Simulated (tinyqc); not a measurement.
# Threshold-voltage variability of a planar MOSFET, analytic estimates: what changes with what

Three independent sources add in quadrature: random dopants in the depleted layer, metal-gate grains of two orientations, and roughness of the two gate edges acting through the roll-off VT = VT(long) - Vr exp(-L/l). These are first-order estimates: no three-dimensional electrostatics, no percolation.

Values chosen for this exercise; material values close to those of silicon: temperature T = 293 K; band gap Eg = 1.13 eV; relative permittivity of the semiconductor eps_r = 11.5; conduction-band density of states at T Nc = 2.67e19 cm^-3; valence-band density of states at T Nv = 2.57e19 cm^-3; channel doping Na = 3.5e17 cm^-3; oxide-equivalent thickness in inversion ti = 2 nm; gate length L = 20 nm; gate width W = 48 nm; metal grain size G = 10 nm; work-function difference of the two grain orientations dW = 0.3 eV; share of the orientation of higher work function p = 0.5; rms roughness of one gate edge De = 2 nm; correlation length of the roughness La = 10 nm; decay length of the threshold roll-off l = 3.4 nm; prefactor of the roll-off Vr = 2.1 V.

Constants: q = 1.602176634e-19 C, kB = 1.380649e-23 J/K, Vt = kB T/q, eps0 = 8.8541878128e-14 F/cm where lengths are in cm. Results are converted to the units shown.

Each table varies one quantity; the others keep the values above.

## Effect of the oxide-equivalent thickness in inversion

ni = sqrt(Nc Nv) exp(-Eg/(2 Vt)), Eg in volts; Cox = 3.9 eps0/ti; Wd = sqrt(4 eps0 eps_r Vt ln(Na/ni)/(q Na)); dopants: s1 = (q/Cox) sqrt(Na Wd/(3 L W)). Grains: Ng = L W/G^2 (at least 1), s2 = dW sqrt(p (1 - p)/Ng). Edges, with exponential correlation and u = W/La: the mean gate length has sL^2 = 2 De^2 (2/u)[1 - (1 - exp(-u))/u]; s3 = sL (Vr/l) exp(-L/l). s = sqrt(s1^2 + s2^2 + s3^2). l and Vr are held fixed.

The same in every row: s2 (mV) = 48.41; s3 (mV) = 2.801.

Result of one run:
```
ti (nm),s1 (mV),s (mV),s sqrt(L W) (mV um)
3.2,39.27,62.40,1.933
```

What becomes of these results when the oxide-equivalent thickness in inversion ti is changed from 3.2 to 1.2 nm, all else the same?

Result of the changed run:
```
ti (nm),s1 (mV),s (mV),s sqrt(L W) (mV um)
1.2,14.72,50.68,1.570
```

The whole series:
```
ti (nm),s1 (mV),s (mV),s sqrt(L W) (mV um)
0.8,9.817,49.48,1.533
1.2,14.72,50.68,1.570
1.6,19.63,52.32,1.621
2,24.54,54.35,1.684
2.4,29.45,56.74,1.758
2.8,34.36,59.43,1.841
3.2,39.27,62.40,1.933
```

As ti goes from 0.8 to 3.2 nm, s rises from 49.5 to 62.4 mV. The grains are the largest source in the first and the last row. s1 goes on average as ti^(1.00). In every row the depletion depth exceeds L, so source and drain share much of the charge and s1 is rough.

## Effect of the correlation length of the roughness

Same model as above.

l and Vr are held fixed.

The same in every row: s1 (mV) = 24.54; s2 (mV) = 48.41.

Result of one run:
```
La (nm),s3 (mV),s (mV),s sqrt(L W) (mV um)
20,3.504,54.39,1.685
```

What becomes of these results when the correlation length of the roughness La is changed from 20 to 10 nm, all else the same?

Result of the changed run:
```
La (nm),s3 (mV),s (mV),s sqrt(L W) (mV um)
10,2.801,54.35,1.684
```

The whole series:
```
La (nm),s3 (mV),s (mV),s sqrt(L W) (mV um)
2,1.377,54.29,1.682
5,2.104,54.32,1.683
10,2.801,54.35,1.684
20,3.504,54.39,1.685
40,4.064,54.43,1.686
80,4.429,54.46,1.687
160,4.639,54.48,1.688
```

As La goes from 2 to 160 nm, s stays near 54.4 mV. The grains are the largest source in the first and the last row. The edge term s3 rises from 1.38 to 4.64 mV: a longer correlation averages out less along the width. In every row the depletion depth exceeds L, so source and drain share much of the charge and s1 is rough.

tinyqc, about 0.01 s, one thread, Intel Xeon 2.30GHz (shared host): `OMP_NUM_THREADS=1 python tinyqc.py 2090037 2090038 out.jsonl`
